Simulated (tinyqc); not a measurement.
Configuration-coordinate model of a defect: Huang-Rhys factor and luminescence line shape. Changing the temperature T. Computed by tinyqc, a small Python program. Command: `OMP_NUM_THREADS=1 python tinyqc.py 3004962 3004963 out.jsonl ccline sweep`. One thread of a shared host (Intel(R) Xeon(R) Processor @ 2.30GHz), about 0.04 s of CPU time with the checks.

Ground state E_g(Q) = (1/2) omega_g^2 Q^2; excited state E_e(Q) = E_0 + (1/2) omega_e^2 (Q - dQ)^2 with E_0 = E_ZPL - (hbar omega_e - hbar omega_g)/2. Q is mass-weighted; the dipole does not depend on Q (Condon approximation).

Inputs (values chosen for the exercise, for a model defect):
```
quantity                           value              unit
zero-phonon energy E_ZPL           0.516                eV
displacement dQ                    0.429  u^(1/2) angstrom
ground-state phonon hbar omega_g    29.6               meV
excited-state phonon hbar omega_e   27.5               meV
refractive index n_r                3.35                 -
transition dipole mu                0.34        e angstrom
quenching prefactor nu_0           3e+12               1/s
```

Modes: different frequencies.

Constants: hbar^2/u = 4.18015928e-03 eV angstrom^2; k_B = 8.617333262e-05 eV/K; hbar = 6.582119569e-16 eV s; e = 1.602176634e-19 C; eps_0 = 8.8541878128e-12 F/m; hbar = 1.054571817e-34 J s; c = 299792458 m/s.

Method:
- S = hbar omega dQ^2/(2 hbar^2/u) for each state; relaxation energy S hbar omega; absorption at E_0 + S_e hbar omega_e, emission at E_0 - S_g hbar omega_g; the Stokes shift is their difference.
- Overlaps <m_e|n_g> of harmonic-oscillator functions (Hermite recursion, positive leading coefficients) by a sum over an even grid (700 points from x = -9 to 9 + d for the small table, 1500 points from -16 to 16 + d for the thermal sums), with x = Q sqrt(omega_g/hbar), d = sqrt(2 S_g) and frequency ratio omega_e/omega_g.
- Initial levels m = 0..24 carry Boltzmann weights exp(-m hbar omega_e/k_B T), normalised; final levels n = 0..79; a line lies at E_ZPL + m hbar omega_e - n hbar omega_g with weight w_m <m|n>^2. Moments are taken over these weights without the E^3 factor; FWHM = 2 sqrt(2 ln 2) x standard deviation; the zero-phonon weight is w_0 <0|0>^2, since the other m -> m lines are offset by m (hbar omega_e - hbar omega_g).
- The curves cross at the root Q_c nearest dQ; the barrier is (1/2) omega_e^2 (Q_c - dQ)^2, with (1/2) omega^2 = (hbar omega)^2/(2 hbar^2/u). k_r = n_r omega^3 mu^2/(3 pi eps_0 hbar c^3) at the vertical emission energy, without local-field correction; k_nr = nu_0 exp(-barrier/k_B T) (Mott-Seitz); yield = k_r/(k_r + k_nr); T_1/2 = barrier/(k_B ln(nu_0/k_r)).

One run for each value:
```
temperature T (K)  FWHM from the second moment (eV)  zero-phonon weight  luminescence yield  mean emission energy (eV)
41                                           0.0585              0.5333               1.000                     0.4967
59                                           0.0588              0.5311               1.000                     0.4967
85                                           0.0599              0.5210               1.000                     0.4966
120                                          0.0628              0.4961               1.000                     0.4965
170                                          0.0683              0.4519               1.000                     0.4963
250                                          0.0780              0.3846               1.000                     0.4958
360                                          0.0909              0.3136               1.000                     0.4951
520                                          0.1077              0.2447               1.000                     0.4941
```

What does the table show, and why?

Over the rows, FWHM from the second moment (eV) rises from 0.0585 to 0.108 (exponent d ln y / d ln x 0.011 between the first rows and 0.46 between the last); zero-phonon weight falls from 0.533 to 0.245 (exponent d ln y / d ln x -0.011 between the first rows and -0.68 between the last). At the low end the exponent of FWHM from the second moment is 0.01, close to 0: zero-point motion sets the width. At the high end the exponent of FWHM from the second moment is 0.46, close to 0.50: the classical limit. The scale is hbar omega_g/k_B = 343 K: below about a third of it only the lowest level emits.

Caution (all rows): for small S the spectrum is a set of resolved lines, and a Gaussian width has little meaning. Caution (all rows): the curves cross far outside the range of the harmonic model, so the barrier and T_1/2 have no quantitative meaning.

Extremes, crossings and ranges named in words are read from the listed rows.
